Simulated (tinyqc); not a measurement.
Bandgap voltage reference from two bipolar transistors: one step of the calculation.

Two transistors of area 1 and N carry the same current I. Is(T) = Is (T/T0)^eta exp[(Vg0 q/kB)(1/T0 - 1/T)], VBE1 = Vt ln(I/Is(T)) + I rb, VBE2 = Vt ln(I/(N Is(T))) + I rb/N. The amplifier forces I R1(T) = VBE1 - VBE2 + Vos, with R(T) = R (1 + tc (T - T0)) for both resistors, and the output is Vref = VBE1 + I R2(T). Base currents and the Early effect are neglected.

Question. Resistor for zero slope at T0, ideal case. With tc = 0, Vos = 0 and rb = 0 the current is proportional to T, dVBE/dT = (VBE - Vg0 - (eta - 1) Vt)/T, and Vref has zero slope at T0 when Vref = Vg0 + (eta - 1) Vt0. Find VBE1, its slope, that Vref, R2/R1 and the curvature d2Vref/dT2 = -(eta - 1) kB/(q T0).

Values chosen for this exercise; values of the order met in silicon bipolar transistors:
```
symbol,value,unit,meaning
T0,323,K,reference temperature
Vg0,1.195,V,band-gap voltage extrapolated to 0 K
eta,3.9,,temperature exponent of the saturation current
Is,2.7e-16,A,saturation current of the unit transistor at T0
N,10,,area ratio of the second transistor
R1,17,kohm,"resistor across which the difference of VBE falls, at T0"
```

Constants: q = 1.602176634e-19 C, kB = 1.380649e-23 J/K. Results are converted to the units shown.

Give: VBE1; dVBE/dT; Vref; R2/R1; curvature.

Answer.

VBE1 = 0.6502 V
dVBE/dT = -1.937 mV/K
Vref = 1.276 V
R2/R1 = 9.760
curvature = -0.7737 uV/K^2

Computed by the program tinyqc: `OMP_NUM_THREADS=1 python tinyqc.py 2062129 2062130 out.jsonl`, one thread of a shared Intel Xeon 2.30GHz, about 0.02 s for the whole run.
